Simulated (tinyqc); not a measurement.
Range and order of the fit: effective mass of the light-hole band from tabulated energies.

c = hbar^2/2m0.
Constants: hbar^2/2m0 = 3.80998211 eV angstrom^2.

Energies along [111], from the band edge downward:

| k (1/angstrom) | E (meV) |
|---|---|
| 0.000000 | 0.00000 |
| 0.012000 | 5.09960 |
| 0.024000 | 20.10920 |
| 0.036000 | 44.21170 |
| 0.048000 | 76.19120 |
| 0.060000 | 114.59490 |
| 0.072000 | 157.88410 |
| 0.084000 | 204.55210 |
| 0.096000 | 253.20900 |

reference mass (curvature of the model at k = 0.0001 1/angstrom) = 0.107066 m0

Least-squares fits of E = a k^2 (+ b k^4 + d k^6) over points 1 to n, and the line y = c k^2/E against E; errors of m against the reference.

Results:

| n | E at point n (meV) | one term (%) | two terms (%) | three terms (%) | line (%) | rms residual, one term (meV) |
|---|---|---|---|---|---|---|
| 3 | 44.2 | 3.88 | 0.09 | 0.00 | -0.03 | 0.261 |
| 4 | 76.2 | 6.55 | 0.28 | 0.01 | -0.07 | 0.755 |
| 5 | 114.6 | 9.84 | 0.62 | 0.04 | -0.15 | 1.660 |
| 6 | 157.9 | 13.72 | 1.15 | 0.11 | -0.28 | 3.093 |
| 7 | 204.6 | 18.18 | 1.90 | 0.23 | -0.48 | 5.151 |
| 8 | 253.2 | 23.22 | 2.87 | 0.42 | -0.78 | 7.906 |

The error of the parabola goes from +3.88 to +23.22 % as the range widens, and at n = 8 its residual, 7.91 meV, is only 3.1 % of the top energy: a small residual does not vouch for the mass. Over the full range (n = 8) the best form is three terms (0.42 %); the line errs by -0.03 % at n = 3 and -0.78 % at n = 8. Without scatter, a narrower range or a second term is the cure: at n = 8 the errors are +23.22, +2.87 and +0.42 % for one, two and three terms. Three terms on three points interpolate exactly.

Computed by tinyqc, a small Python program: `OMP_NUM_THREADS=1 python tinyqc.py 1880064 1880065 out.jsonl` (the numbers bound the seed that draws the inputs); one thread of a shared host (Intel(R) Xeon(R) Processor @ 2.30GHz), about 0.01 s for the whole set of steps.
